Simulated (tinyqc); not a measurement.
What moves the results: tunnelling through a thin dielectric with one trap, as a tight-binding chain. A value that a table varies takes the place of the one given here.

Hopping -t everywhere, t = c/(m a^2), c = hbar^2/2m0; lead sites at 2t (band bottom 0), barrier sites 1 to N at 2t + phi, and site j has U besides. No voltage. Leads give S = -t exp(ika) on sites 1 and N, cos(ka) = 1 - E/(2t). T = (2 t sin(ka))^2 |G_1N|^2, G = (E - H - S)^-1. In the barrier cosh(q a) = 1 + (phi - E)/(2t).

Resonance: the lowest eigenvalue of H + S(E), iterated until its real part equals E (40 rounds from Eb = phi + 2t - sqrt(4t^2 + U^2), the level in an endless barrier). With v the normalised squared amplitudes of that state, Gamma_L = 2 t sin(ka) v_1, Gamma_R = 2 t sin(ka) v_N; Breit-Wigner T = Gamma_L Gamma_R/((E - Er)^2 + (Gamma_L + Gamma_R)^2/4).

Constants: hbar^2/2m0 = 3.80998211 eV angstrom^2.

Values chosen for the exercise (barrier and mass of the size used for HfO2 on silicon; the results hold for these values, not for the real material): a = 3 angstrom (site spacing); m = 0.19 m0 (mass, the same in leads and barrier); phi = 1.58 eV (conduction edge of the barrier above that of the leads); N = 9 (barrier sites); j = 5 (site of the trap); U = -3.21 eV (extra energy on the trap site); E = 0.52 eV (electron energy).

## Transmission around the level

Er = 0.54190 eV

widths (meV): left 8.7720, right 8.7720

Energies Er + x (Gamma_L + Gamma_R).

T:
```
x     E (eV)    chain  Breit-Wigner   no trap
-8.0  0.4015  0.00193       0.00389  8.89e-06
-3.0  0.4893   0.0212        0.0270  1.57e-05
-1.0  0.5244    0.186         0.200  1.96e-05
-0.5  0.5331    0.484         0.500  2.07e-05
0.0   0.5419     1.00          1.00  2.19e-05
0.5   0.5507    0.525         0.500  2.31e-05
1.0   0.5594    0.220         0.200  2.44e-05
3.0   0.5945   0.0354        0.0270  3.04e-05
8.0   0.6823  0.00770       0.00389  5.23e-05
```

What can be read from the table?

At Er the chain gives 1.00, 4.57e+04 times the value without trap, and Breit-Wigner 1.00. In the wings the single pole gives 2.02 times the chain value at x = -8 and 0.505 times at x = 8, because the widths and the level shift change with energy.

## Where a trap does most harm

The trap is moved through the barrier. The area under the resonance, 2 pi Gamma_L Gamma_R/(Gamma_L + Gamma_R), sets the current through it.

Against position:
```
j  Er (eV)  Gamma_L (meV)  Gamma_R (meV)    peak  area (meV)
3   0.5216            123          0.564  0.0181        3.53
4   0.5392           33.2           2.28   0.240        13.4
5   0.5419           8.77           8.77    1.00        27.6
6   0.5392           2.28           33.2   0.240        13.4
7   0.5216          0.564            123  0.0181        3.53
```

How do the results move?

The area is largest at j = 5 (27.6 meV) and 7.82 times smaller at j = 3: the slower of the two steps limits the current, so traps in the middle carry most. Each site towards a lead multiplies its width by about 3.79, close to exp(2 q a) = 3.81 at Eb.

## Direct against trap-assisted paths

N odd, the trap in the middle, j = (N + 1)/2. Direct T is that without trap at the energy Er; area = 2 pi Gamma_L Gamma_R/(Gamma_L + Gamma_R). The exponents are the slopes of the logarithms between the last two rows, per angstrom.

Against thickness:
```
N   N a (angstrom)  Er (eV)  direct T  area (meV)
5             15.0   0.4889   0.00379         368
7             21.0   0.5339  0.000306         103
9             27.0   0.5419  2.19e-05        27.6
11            33.0   0.5436  1.52e-06        7.26
13            39.0   0.5441  1.05e-07        1.91
15            45.0   0.5442  7.22e-09       0.501
17            51.0   0.5442  4.96e-10       0.131
```

exponents (1/angstrom): direct 0.4461, through the trap 0.2231

How do the results move?

The direct path falls as exp(-0.446 d) and the path through a central trap as exp(-0.223 d), 2.00 times more slowly, since each step crosses half the layer. From 5 to 17 sites the first loses 6.9 decades and the second 3.4: in thicker layers even few traps rule the leakage. Inelastic capture with phonons is left out.

## What each parameter does

Resonance and log10 T at E. Each row changes one parameter from the base and keeps the others.

Results:
```
case           Er (eV)  Gamma_L (meV)  Gamma_R (meV)  log10 T
base            0.5419          8.772          8.772   -0.899
m = 0.175 m0    0.6096          12.88          12.88   -1.865
phi = 1.68 eV   0.6427          8.961          8.961   -2.520
N = 10          0.5428          8.793          2.306   -1.484
j = 4           0.5392          33.25          2.283   -0.986
U = -3.114 eV   0.5979          9.946          9.946   -1.951
```

What does this show?

The largest shifts from the base row, up to three for each result and ties (the steps differ in size, so this ranks the rows, not the parameters). Er (eV): phi +0.1008, m +0.0677, U +0.0560. Gamma_L (meV): j +24.5, m +4.11, U +1.17. Gamma_R (meV): j -6.49, N -6.47, m +4.11. log10 T: phi -1.621, U -1.052, m -0.966.

(tinyqc, `OMP_NUM_THREADS=1 python tinyqc.py 1450475 1450476 out.jsonl`, Intel(R) Xeon(R) Processor @ 2.30GHz, 1 thread, shared host, about 0.05 s.)
